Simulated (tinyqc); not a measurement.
Avalanche multiplication and breakdown of a junction from ionisation integrals: one step, computed by the program tinyqc. Command: `OMP_NUM_THREADS=1 python tinyqc.py 3018438 3018439 out.jsonl impact walk`. One thread of a shared host (Intel(R) Xeon(R) Processor @ 2.30GHz), about 0.01 s of CPU time with the checks.

Ionisation coefficients follow the local field. Position x runs through the depletion layer from the p side (x = 0), where electrons enter, to the n side (x = w), where holes enter. The built-in voltage is neglected.

Problem. On-resistance of the drift layer. R_on = w/(e mu N) with w the width at breakdown; figure of merit V_B^2/R_on; for a triangular field it equals eps eps_0 mu F_m^3/4.

Inputs (values chosen for the exercise, modelled on GaN): permittivity eps = 9.7; drift-layer mobility mu = 1200 cm^2/(V s); doping N of the lightly doped side = 1.1e+16 1/cm^3.

Junction: one-sided abrupt p+n.

width at breakdown = 13.32187 micrometre

breakdown voltage = 1820.888 V

critical field F_m = 2.733682 MV/cm

Constants: e = 1.602176634e-19 C; eps_0 = 8.8541878128e-12 F/m.

Give: specific on-resistance; V_B^2/R_on; eps eps_0 mu F_m^3/4.

Solution.

specific on-resistance = 0.62991 milliohm cm^2

V_B^2/R_on = 5263.6 MW/cm^2

eps eps_0 mu F_m^3/4 = 5263.6 MW/cm^2
